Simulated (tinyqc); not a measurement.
Scattering rates of a carrier in a spherical band by Fermi's golden rule: one step, computed by the program tinyqc.

All processes here are isotropic or elastic, and the rate listed is the momentum relaxation rate.

Problem. All rates at E. Parabolic band: E = hbar^2 k^2/(2 m), speed v = hbar k/m, states per spin, volume and energy g(E) = m k/(2 pi^2 hbar^2). Masses are multiplied by m_0 and all formulas are in SI units. Phonon occupation N_q = 1/(exp(hbar w/(k_B T)) - 1). Acoustic deformation potential (elastic, equipartition, absorption and emission together): 1/tau = 2 pi k_B T D_A^2 g(E)/(hbar rho v_l^2). Optical or intervalley deformation potential: 1/tau = (pi Z_f D_o^2/(rho w)) [N_q g(E + hbar w) + (N_q + 1) g(E - hbar w)], with g = 0 below the band edge. Singly charged impurities, momentum relaxation: 1/tau = N_I e^4 m (1 + 2 alpha E) Phi/(8 pi (eps_s eps_0)^2 hbar^3 k^3), with alpha = 0 for a parabolic band. Brooks-Herring: Phi = ln(1 + b) - b/(1 + b), b = 4 k^2 L_s^2. Debye screening by free carriers of density N_I: L_s = sqrt(eps_s eps_0 k_B T/(e^2 N_I)). Neutral impurities (Erginsoy): 1/tau = 20 N_n a_B hbar/m, a_B = 4 pi eps_s eps_0 hbar^2/(m e^2). Rates add: 1/tau_m is the sum, and the mean free path is v tau_m.

Inputs (values chosen for the exercise, modelled on electrons in silicon):
```
quantity                                            value       unit
density-of-states mass of one valley m              0.322        m_0
static permittivity eps_s                            11.7          -
density rho                                          2329     kg/m^3
sound velocity v_l                                   8980        m/s
acoustic deformation potential D_A                    8.9         eV
phonon energy hbar w                                 59.6        meV
optical or intervalley deformation potential D_o      5.6  1e8 eV/cm
final valleys Z_f                                       5          -
ionised impurity density N_I                      1.7e+15     1/cm^3
temperature T                                         300          K
carrier energy E                                      330        meV
neutral impurity density N_n                      2.5e+16     1/cm^3
```

Crystal: non-polar. Band: parabolic. Impurity formula: Brooks-Herring. Further scattering: neutral impurities.

Constants: k_B = 1.380649e-23 J/K; e = 1.602176634e-19 C; hbar = 1.054571817e-34 J s; m_0 = 9.1093837015e-31 kg; hbar = 6.582119569e-16 eV s; k_B = 8.617333262e-05 eV/K; eps_0 = 8.8541878128e-12 F/m.

Give: Momentum relaxation rates; momentum relaxation time tau_m; mean free path.

Solution.

Momentum relaxation rates:
```
process             rate (1/s)  share (%)
acoustic             5.962e+12      27.89
optical absorption   1.610e+12      7.534
optical emission     1.345e+13      62.94
ionised impurity     2.365e+09    0.01107
neutral impurity     3.456e+11      1.617
```

momentum relaxation time tau_m = 46.79 fs

mean free path = 28.09 nm

The largest rate is optical emission (63 %), then acoustic (28 %). Caution: Erginsoy's formula holds for k a_B below about 0.5 and for dopants that stay neutral, which means low temperature; elsewhere it is only a rough constant rate.
